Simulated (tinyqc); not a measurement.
Quantum-confined Stark effect in a modulator well: sweeps and comparisons. A value that a table varies takes the place of the one given here.

Envelopes on cells of 0.5 angstrom over the well |z| < L/2 and 45 angstrom of barrier on each side, psi = 0 beyond, psi'/m continuous (mean mass between points), c = hbar^2/2m0. The electron sees + e F z and the hole - e F z, each with its offset in the barriers; 1 kV/cm = 1e-5 eV/angstrom. Light holes, band mixing and escape by tunnelling are left out.

Exciton: in-plane function exp(-rho/lam), 1/mu = 1/me + 1/mp, E(lam) = c/(mu lam^2) - (q/eps) times the integral over k of Fm(k)(1 + (k lam/2)^2)^(-3/2), Fm(k) the double integral of psi_e^2 psi_h^2 exp(-k |z - z'|), q = e^2/(4 pi eps0); binding Eb = -E at the minimum. Line at Eg + E_e + E_h - Eb, strength proportional to overlap^2/lam^2.

Constants: hbar^2/2m0 = 3.80998211 eV angstrom^2; e^2/(4 pi eps0) = 14.39964547 eV angstrom; hc = 1239.841984 eV nm.

Inputs chosen for the exercise (near those of an InGaAs well in InAlAs; not measured data): L = 76 angstrom (well width); Vc = 0.541 eV (conduction offset); Vv = 0.186 eV (heavy-hole offset); me = 0.0411 m0 (electron, well); meb = 0.0735 m0 (electron, barrier); mh = 0.364 m0 (heavy hole along z, well); mhb = 0.451 m0 (heavy hole, barrier); Eg = 0.773 eV (gap of the well); mp = 0.11 m0 (heavy hole in the plane); eps = 13.5 (dielectric constant); Fs = (0, 28, 57, 85, 117, 151, 189) kV/cm (fields); Ls = (56, 74, 92, 112, 136, 164) angstrom (widths); F_L = 75 kV/cm (field for this table); F = 75 kV/cm (field).

## Raising the field

All quantities anew; shifts from zero field.

Results:

| F (kV/cm) | dE_e (meV) | dE_h (meV) | Eb (meV) | line shift (meV) | overlap^2 | relative strength |
|---|---|---|---|---|---|---|
| 0 | 0.00 | 0.00 | 6.04 | 0.00 | 0.981 | 1.000 |
| 28 | -0.14 | -0.62 | 6.01 | -0.73 | 0.959 | 0.971 |
| 57 | -0.57 | -2.50 | 5.94 | -2.98 | 0.899 | 0.892 |
| 85 | -1.26 | -5.37 | 5.85 | -6.43 | 0.819 | 0.791 |
| 117 | -2.38 | -9.66 | 5.72 | -11.73 | 0.721 | 0.672 |
| 151 | -3.96 | -15.18 | 5.59 | -18.68 | 0.620 | 0.556 |
| 189 | -6.17 | -22.25 | 5.45 | -27.83 | 0.520 | 0.446 |

The line shift grows with exponent 1.97 in F at low field and 1.77 at the end, as the carriers come up against opposite walls and the dipole begins to saturate. The hole gives 82 % of the level shift in the second row and 78 % in the last. The largest shift is 4.6 times the zero-field binding, yet 90 % of the binding survives, since the walls stop the field from pulling the pair apart. Half the strength is gone between 151 and 189 kV/cm.

## Width of the well

Zero-field line, its shift at F_L and the relative strength.

Results:

| L (angstrom) | line at F = 0 (nm) | Eb (meV) | shift (meV) | relative strength | shift x strength (meV) |
|---|---|---|---|---|---|
| 56 | 1380.9 | 6.37 | -2.15 | 0.950 | 2.05 |
| 74 | 1446.7 | 6.07 | -4.69 | 0.845 | 3.97 |
| 92 | 1488.6 | 5.81 | -8.70 | 0.664 | 5.78 |
| 112 | 1519.1 | 5.55 | -14.82 | 0.434 | 6.42 |
| 136 | 1543.1 | 5.28 | -24.08 | 0.216 | 5.20 |
| 164 | 1560.9 | 5.01 | -37.11 | 0.077 | 2.85 |

The shift grows with exponent 2.79 in L over the first two rows and 2.31 over the last two, against 4 for hard walls at second order; leakage lowers it in narrow wells and saturation in wide ones. The strength falls from 0.95 to 0.08, and the product of the two is largest at 112 angstrom.

## What each parameter does

Zero-field line, shift at F, overlap^2 and Eb at F. Each row changes one parameter from the base and keeps the others.

Results:

| case | line (nm) | shift (meV) | overlap^2 | Eb (meV) |
|---|---|---|---|---|
| base | 1452.3 | -5.06 | 0.849 | 5.88 |
| L = 66 angstrom | 1421.3 | -3.39 | 0.903 | 6.11 |
| F = 60 kV/cm | 1452.3 | -3.29 | 0.891 | 5.93 |
| Vc = 0.433 eV | 1461.0 | -5.21 | 0.838 | 5.84 |
| Vv = 0.232 eV | 1451.5 | -4.76 | 0.855 | 5.91 |
| me = 0.0473 m0 | 1460.9 | -5.06 | 0.849 | 6.34 |
| mh = 0.309 m0 | 1450.1 | -4.88 | 0.866 | 5.88 |
| eps = 12.2 | 1454.3 | -5.03 | 0.849 | 7.00 |

The largest shifts from the base row, up to three for each result and ties (the steps differ in size, so this ranks the rows, not the parameters). line (nm): L -31.0, Vc +8.7, me +8.6; unchanged at the printed digits by F. shift (meV): F +1.78, L +1.67, Vv +0.31; unchanged at the printed digits by me. overlap^2: L +0.055, F +0.042, mh +0.017; unchanged at the printed digits by me and eps. Eb (meV): eps +1.12, me +0.46, L +0.23; unchanged at the printed digits by mh.

Program tinyqc; command `OMP_NUM_THREADS=1 python tinyqc.py 1280273 1280274 out.jsonl`; about 0.2 s on one thread of a shared Intel(R) Xeon(R) Processor @ 2.30GHz.
